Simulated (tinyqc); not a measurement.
From results back to parameters: valley splitting in a one-orbital chain of atomic planes (second-neighbour model). Three cases, with inputs chosen for the exercise.

Problem. For E(phi) = e0 + 2 v cos(phi) + 2 u cos(2 phi) with u, v > 0 and planes a/4 apart, the heights of the band at phi = 0 and phi = pi above its minimum were computed from hidden u and v; c = hbar^2/2m0.

Constants: hbar^2/2m0 = 3.80998211 eV angstrom^2.

Find: u, v; phi0; mass at the minimum.

Method. E - Emin = 4u (cos(phi) + v/(4u))^2. The difference of the two heights is 4v, and for v < 4u the sum of their square roots is 4 sqrt(u). The mass is (2c)/((a/4)^2 (8u - v^2/(2u))).

Case 1.

Values chosen (out of a larger set: near those of the Delta valleys of silicon; abrupt walls in this chain split the valleys several times more than measured wells; not measured data): a = 5.437 angstrom (lattice constant; planes lie a/4 apart).

E(0) - Emin = 3.327955 eV
E(pi) - Emin = 1.435955 eV

Solution.

u, v (eV): 0.571  0.473

phi0 = 1.7794 rad
mass at the minimum = 0.943 m0

Case 2.

Values chosen (out of a larger set: near those of the Delta valleys of silicon; abrupt walls in this chain split the valleys several times more than measured wells; not measured data): a = 5.426 angstrom (lattice constant; planes lie a/4 apart).

E(0) - Emin = 4.415320 eV
E(pi) - Emin = 1.279320 eV

Solution.

u, v (eV): 0.653  0.784

phi0 = 1.8756 rad
mass at the minimum = 0.871 m0

Case 3.

Values chosen (out of a larger set: near those of the Delta valleys of silicon; abrupt walls in this chain split the valleys several times more than measured wells; not measured data): a = 5.427 angstrom (lattice constant; planes lie a/4 apart).

E(0) - Emin = 3.857520 eV
E(pi) - Emin = 1.405520 eV

Solution.

u, v (eV): 0.620  0.613

phi0 = 1.8206 rad
mass at the minimum = 0.889 m0

Computed by tinyqc, one run a case: `OMP_NUM_THREADS=1 python tinyqc.py N N+1 out.jsonl` with N = 1482449, 1482473, 1482514; one thread of a shared Intel(R) Xeon(R) Processor @ 2.30GHz, about 0.02 s a run at most.
